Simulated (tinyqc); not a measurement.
Ballistic transport through the one-dimensional subbands of a rectangular nanowire or nanosheet channel: one step, computed by the program tinyqc.

Hard walls, parabolic subbands, transport along x. Energies are counted from the bulk conduction band edge at the top of the barrier, which the gate pulls down by U; the source Fermi level lies at the bulk edge when U = 0.

Question. Subbands. E_pq = (hbar^2 pi^2/2)(p^2/(m_y b^2) + q^2/(m_z a^2)); valley pairs: (m_x, m_y, m_z) = (m_t, m_t, m_l), (m_t, m_l, m_t), (m_l, m_t, m_t), each with degeneracy g = 2; the 10 lowest subbands are kept.

Inputs (values chosen for the exercise, modelled on silicon):

| quantity | value | unit |
|---|---|---|
| light mass m_t | 0.19 | m_0 |
| heavy mass m_l | 0.921 | m_0 |
| height a | 4.2 | nm |
| width b | 4.8 | nm |

Valleys: silicon [100] wire.

Constants: hbar^2/(2 m_0) = 3.80998212 eV angstrom^2; k_B = 8.617333262e-05 eV/K.

Give: Subbands.

Answer.

Subbands:

| valley axis | p | q | E (meV) | m_x (m_0) |
|---|---|---|---|---|
| z | 1 | 1 | 109.0 | 0.190 |
| y | 1 | 1 | 129.9 | 0.190 |
| z | 1 | 2 | 178.5 | 0.190 |
| y | 2 | 1 | 183.1 | 0.190 |
| x | 1 | 1 | 198.1 | 0.921 |
| y | 3 | 1 | 271.7 | 0.190 |
| z | 1 | 3 | 294.2 | 0.190 |
| z | 2 | 1 | 366.7 | 0.190 |
| y | 4 | 1 | 395.7 | 0.190 |
| z | 2 | 2 | 436.2 | 0.190 |
